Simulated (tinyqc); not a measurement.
Polarisation charge from two barrier thicknesses.

Problem. Voff = phiB - dEc - q sigma d/(eps0 eb). Find sigma, phiB - dEc and the thickness at which Voff = 0.

Constants: q = 1.602176634e-19 C, eps0 = 8.8541878128e-14 F/cm where lengths are in cm. Results are converted to the units shown.

Voff at d = 17 and 25 nm (V): -2.1614764  -3.5456064
eb = 9.6271000

Solution. Voff is a straight line in d: its slope is -q sigma/(eps0 eb) and its intercept phiB - dEc.

sigma = 9.205e12 cm^-2
phiB - dEc = 0.7798 V
thickness for Voff = 0 = 4.507 nm

Numbers from tinyqc (`OMP_NUM_THREADS=1 python tinyqc.py 2180018 2180019 out.jsonl`; about 0.01 s on one thread of a shared Intel Xeon 2.30GHz).
